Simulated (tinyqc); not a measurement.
From shift of the observed line back to q/omega_0^2: Raman shift of the zone-centre optical phonon of a diamond-structure crystal under stress. Computed by tinyqc, a small Python program. Command: `OMP_NUM_THREADS=1 python tinyqc.py 3000268 3000269 out.jsonl ramanstress inv`. One thread of a shared host (Intel(R) Xeon(R) Processor @ 2.30GHz), about 0.01 s of CPU time with the checks.

Axes x, y, z are the cube axes. Strain shifts the threefold optical mode and can split it; p, q and r are the phonon deformation potentials.

Inputs (values chosen for the exercise, modelled on silicon):

| quantity | value | unit |
|---|---|---|
| unstrained frequency omega_0 | 520.2 | 1/cm |
| p/omega_0^2 | -1.83 | - |
| r/omega_0^2 | -0.719 | - |
| C11 | 168 | GPa |
| C12 | 64.78 | GPa |
| C44 | 78.89 | GPa |
| stress sigma (tension positive) | 1.4 | GPa |
| polarisation angle phi | 75 | degree |

Stress state: hydrostatic. Axis: none.

Method:
- S11 = (C11 + C12)/D, S12 = -C12/D, D = (C11 - C12)(C11 + 2 C12), S44 = 1/C44.
- Hydrostatic stress: sigma_ij = sigma delta_ij.
- eps_xx = S11 sigma_xx + S12 (sigma_yy + sigma_zz), and cyclic; eps_xy = S44 sigma_xy/2 (tensor strain).
- Secular matrix: M_xx = p eps_xx + q (eps_yy + eps_zz), M_xy = 2 r eps_xy; its eigenvalues are omega^2 - omega_0^2, and the shifts are these over 2 omega_0.
- Backscattering from a (001) surface: incident polarisation (cos phi, sin phi, 0). With Raman tensors (R_z)_xy = (R_z)_yx = 1 and cyclic, only the z component u_z of a mode counts: I = u_z^2 sin^2(2 phi) for parallel and u_z^2 cos^2(2 phi) for crossed polarisers. An unresolved line sits at the intensity-weighted shift, which is M_zz/(2 omega_0).

Question. A run gave the result below. Find the q/omega_0^2, known to lie between -3.5 and -1.6.

shift of the observed line = -7.472237 1/cm

Answer.

Each step takes the trial c = (a f_b - b f_a)/(f_b - f_a), f being the result less the target; c replaces end b, the old b replaces a if the sign of f changed, and otherwise f_a is halved.

Scan of the range:

| q/omega_0^2 | shift of the observed line (1/cm) |
|---|---|
| -3.50 | -10.8057 |
| -3.18 | -10.0225 |
| -2.87 | -9.2638 |
| -2.55 | -8.4806 |
| -2.23 | -7.6974 |
| -1.92 | -6.9387 |
| -1.60 | -6.1555 |

False position (Illinois rule) inside the bracket:

| step | end a | end b | trial | shift of the observed line (1/cm) |
|---|---|---|---|---|
| 1 | -2.23 | -1.92 | -2.13800 | -7.47224 |

Shift of the observed line rises at every point of a 13-point scan of the range (every second point is shown), so one value fits; it is bracketed by -2.23 and -1.92. The scan shows a straight line, so linear interpolation between any two rows gives the answer at once. Answer: q/omega_0^2 = -2.138.

Caution: this stress has components normal to the (001) face, so it cannot reach a free (001) surface; it can act on buried material.
